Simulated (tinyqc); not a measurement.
Inside a calculation. Model: Heisenberg spin cluster by exact diagonalisation: multiplets, susceptibility, level crossings. Computed by tinyqc, a small Python program that keeps every step. Command: `OMP_NUM_THREADS=1 python tinyqc.py 3020960 3020961 out.jsonl spincl walk`. One thread of a shared host (Intel(R) Xeon(R) Processor @ 2.30GHz), about 0.01 s of CPU time with the checks. Intermediate numbers are printed to about 6 digits and carried at full precision; extremes and crossings named in words are read from the listed rows.

H = J1 sum S_i.S_j over the bonds 1-2, 3-4 + J2 sum over 2-3 - g mu_B B S_z; J > 0 is antiferromagnetic.

Inputs (values chosen for the exercise, for a model cluster): exchange J1 = 2.59 meV; exchange J2 = -1.4 meV; g factor = 2.22; temperature T = 6 K; field B = 1.5 T.

Cluster: chain of four, J1 outer bonds and J2 in the middle. Spin s of each site: 1.

Constants: k_B = 8.617333262e-05 eV/K; mu_B = 5.7883818060e-05 eV/T.

## Multiplets

Every multiplet has one member in the block S_z = 0; diagonalise it and read the total spin from <S^2> = S (S + 1).

Levels at B = 0:
```
E (meV)   total S  number of multiplets
-10.7780        0                     1
-8.8150         1                     1
-7.5379         1                     1
-5.9725         2                     1
-4.3637         1                     1
-4.1320         0                     1
-3.2021         2                     1
-2.9509         2                     1
-1.4000         3                     1
-0.3542         3                     1
0.6121          2                     1
1.0450          1                     1
1.1912          2                     1
1.2343          1                     1
3.7800          4                     1
5.5342          3                     1
6.5421          2                     1
7.0974          1                     1
7.3499          0                     1
```

ground energy = -10.7780 meV

gap to the next level = 1.96292 meV

The ground state has S = 0; the next level has S = 1. The highest spin, S = 4, lies at 3.78 meV, s^2 times the sum of all J, s the spin of a site.

## Thermal averages at zero field

Z = sum k (2S + 1) exp(-E/(k_B T)) over the table, k the number of multiplets; <S^2> likewise with the factor S (S + 1); chi T = N_A g^2 mu_B^2 <S^2>/(3 k_B) = 0.125049 g^2 <S^2> cm^3 K/mol (cgs, per mole of clusters); C = (<E^2> - <E>^2)/(k_B T)^2; entropy = ln Z + <E>/(k_B T).

<S^2> = 0.138701

chi T = 0.0854803 cm^3 K/mol

heat capacity = 1.07655 k_B

entropy = 0.346584 k_B

Free spins would give <S^2> = 8 and the entropy 4.394 k_B; chi T is 2 % of the free value.

## Magnetisation in the field

Each multiplet splits as E - g mu_B B m; <S_z> is the Boltzmann mean. The first level crossing is at the smallest (E_S - E_0)/(g mu_B (S - S_0)) over higher spins (0 if the ground state has the highest spin).

<S_z> = 0.0175993

first crossing field = 15.2754 T

Linear response would give g mu_B B <S^2>/(3 k_B T) = 0.0172.

## Susceptibility against the Curie-Weiss form

High-temperature form: chi T = C0/(1 - theta/T), C0 = 0.125049 g^2 n s (s + 1), k_B theta = -(2/3) s (s + 1) (sum of J over bonds)/n, n = 4; a dash where T <= 1.05 theta.

theta = -14.6217 K

Against temperature:
```
T (K)  chi T (cm^3 K/mol)  Curie-Weiss  chi (cm^3/mol)  C (k_B)
3             1.87435e-03      0.83936       0.0006248  0.08862
6             8.54803e-02      1.43451       0.0142467  1.07655
11            4.76709e-01      2.11671       0.0433372  1.88374
18            1.10103e+00      2.72046       0.0611682  1.96126
30            2.06085e+00      3.31475       0.0686951  1.65345
48            3.02187e+00      3.77914       0.0629556  0.98841
75            3.73515e+00      4.12595       0.0498020  0.47761
120           4.22069e+00      4.39483       0.0351724  0.19688
240           4.59942e+00      4.64721       0.0191642  0.04948
480           4.77214e+00      4.78458       0.0099420  0.01223
```

The Curie-Weiss form is within 3 % in the last 2 rows. chi passes a maximum, at 30 K among these rows, the mark of a singlet ground state; among these rows C is largest at 18 K, and the gap is 22.8 K.

Checks made by the program: the trace of H and the count of states (relative difference below 1e-10).
